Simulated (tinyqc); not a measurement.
Hole subbands of a hard-walled well, four-band Luttinger model: one step. The matrix at one k.

Hole energies are counted downwards from the unstrained band edge, c = hbar^2/2m0. After the usual block transformation one block is H = [[P + Q - Zs, R - i S], [R + i S, P - Q + Zs]] in (heavy, light), with P +/- Q = c [(g1 +/- g2) k^2 + (g1 -/+ 2 g2) kz^2], R = sqrt(3) c gR k^2, S = 2 sqrt(3) c g3 k kz, kz = -i d/dz; axial approximation gR = (g2 + g3)/2. Zs = b (e_par - e_perp) is the shear part of the strain (the hydrostatic part shifts all levels alike and is left out). Basis sqrt(2/L) sin(n pi z/L), n = 1 to N, for each component: kz^2 gives (n pi/L)^2 and the heavy-light block is R delta_nm - 2 sqrt(3) c g3 k D_nm with D_nm = 4 n m/(L (n^2 - m^2)) for n + m odd, 0 otherwise. The other block has the same levels. The split-off band is left out.

Constants: hbar^2/2m0 = 3.80998211 eV angstrom^2.

Inputs chosen for the exercise (near those of Ge; not measured data):
- g1 = 13.46 (Luttinger gamma1)
- g2 = 4.27 (gamma2)
- g3 = 5.72 (gamma3)
- L = 195 angstrom (well width along [001])
- k = 0.014 1/angstrom (wave vector in the plane)
- N = 4 (sines for each component)

shear strain energy Zs = -0.0434684 eV

Question. Fill in the 2N x 2N matrix, in meV.

Give: H(k).

Answer.

H(k) (meV), rows h1, h2, h3, h4, l1, l2, l3, l4 and columns alike:
```
[[61.57, 0, 0, 0, 6.46, 14.45, 0, 5.78],
 [0, 76.17, 0, 0, -14.45, 6.46, 26.02, 0],
 [0, 0, 100.50, 0, 0, -26.02, 6.46, 37.17],
 [0, 0, 0, 134.55, -5.78, 0, -37.17, 6.46],
 [6.46, -14.45, 0, -5.78, -14.85, 0, 0, 0],
 [14.45, 6.46, -26.02, 0, 0, 50.42, 0, 0],
 [0, 26.02, 6.46, -37.17, 0, 0, 159.20, 0],
 [5.78, 0, 37.17, 6.46, 0, 0, 0, 311.49]]
```

Computed by tinyqc, a small Python program: `OMP_NUM_THREADS=1 python tinyqc.py 1281284 1281285 out.jsonl` (the numbers bound the seed that draws the inputs); one thread of a shared host (Intel(R) Xeon(R) Processor @ 2.30GHz), about 0.1 s for the whole set of steps.
